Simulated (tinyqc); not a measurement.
Worked calculation: polar nitride quantum well with polarisation fields. Values are carried at full precision from step to step, so a last printed digit may differ when a step is redone from the rounded ones.

Growth along [0001]. e_par = (a_sub - a)/a, Ppz = 2 e_par (e31 - e33 C13/C33), P = Psp + Ppz in each layer; strain relaxation and the strain shift of the gaps are left out, although thick layers with more than about 1 % mismatch would relax.

Constants: hbar^2/2m0 = 3.80998211 eV angstrom^2; hc = 1239.841984 eV nm.

Inputs chosen for the exercise (near those of a GaN well in AlGaN; the results hold for these values, not for the real material): a_w = 3.189 angstrom (lattice constant a, well); a_b = 3.156 angstrom (lattice constant a, barrier); a_sub = 3.156 angstrom (in-plane lattice constant of the stack); Psp_w = -0.034 C/m^2 (spontaneous polarisation); Psp_b = -0.0538 C/m^2 (spontaneous polarisation); e31_w = -0.334 C/m^2; e31_b = -0.425 C/m^2; e33_w = 0.677 C/m^2; e33_b = 1.027 C/m^2; C_w = 0.274 (C13/C33); C_b = 0.284 (C13/C33); Lw = 22 angstrom (well width); Lb = 65 angstrom (barrier width); eps_w = 10.1 (dielectric constant); eps_b = 10.3 (dielectric constant); Eg = 3.44 eV (gap of the well); Vc = 0.679 eV (conduction offset); Vv = 0.319 eV (valence offset); me = 0.2 m0 (electron, well); meb = 0.252 m0 (electron, barrier); mh = 1.9 m0 (hole, everywhere).

## Strain and polarisation

Give strain and polarisation of well and barrier; the bound sheet charge is |P_w - P_b|/e with e = 1.602176634e-19 C.

Layers:
```
layer       e_par  Ppz (C/m^2)  P (C/m^2)
well     -0.01035      0.01075   -0.02325
barrier   0.00000      0.00000   -0.05380
```

sheet charge = 1.907 x 1e13/cm^2

Of P_w - P_b = +0.0306 C/m^2 the piezoelectric part gives +0.0108 and the spontaneous part +0.0198.

## Built-in fields

In a periodic stack without free charge the potential drop over a period vanishes: F_w = (P_b - P_w) Lb/(eps0 (eps_w Lb + eps_b Lw)), F_b = -F_w Lw/Lb, eps0 = 8.8541878e-12 F/m; 1 MV/cm = 1e8 V/m = 0.01 V/angstrom.

Give both fields and the drop |F_w| Lw across the well.

F_w = -2.540 MV/cm
F_b = 0.860 MV/cm
drop = 0.559 eV

## Levels with and without the field

Envelope functions on cells of 0.25 angstrom over barrier, well, barrier (widths Lb, Lw, Lb), psi = 0 beyond, psi'/m continuous (mean mass between points), c = hbar^2/2m0. With u(z) the integral of e F (F_w in the well, F_b = -F_w Lw/Lb in the barriers, 1 MV/cm = 0.01 V/angstrom), zero at the centre of the well, the electron sees u plus Vc in the barriers and the hole -u plus Vv. The transition is Eg + E_e + E_h; excitons are left out.

Ground states of electron and hole, their centres, the squared overlap, the transition and its wavelength hc/E.

Results:
```
case            E_e (eV)  E_h (eV)  <z>_e  <z>_h  overlap^2  E (eV)     nm
no field          0.1610    0.0270    0.0    0.0      0.954  3.6280  341.7
built-in field    0.1124   -0.0935    4.1   -7.4      0.243  3.4588  358.5
```

The field shifts the line by -169 meV, pulls the carriers 11.5 angstrom apart and, with the rate proportional to overlap^2, lengthens the radiative lifetime by a factor 3.92.

## Estimate from two triangular wells

For a strong field: E = Eg - |e F_w| Lw + a0 (c (e F_w)^2)^(1/3) (me^(-1/3) + mh^(-1/3)), a0 = 2.338107, hard walls, c = hbar^2/2m0, 1 MV/cm = 0.01 V/angstrom.

electron term = 0.5395 eV
hole term = 0.2547 eV
E = 3.6755 eV

Both terms lie below the drop across the well, but the estimate also takes the near wall as infinitely high. Against the grid result 3.4588 eV the estimate errs by +217 meV: +148 from the electron and +69 from the hole, since hard walls stand in for offsets of 0.679 and 0.319 eV into which the carriers leak.

## Checks

- Electron level without field against the matching condition of the square well, eV: both 0.161.

(tinyqc, `OMP_NUM_THREADS=1 python tinyqc.py 1252456 1252457 out.jsonl`, Intel(R) Xeon(R) Processor @ 2.30GHz, 1 thread, shared host, about 0.06 s.)
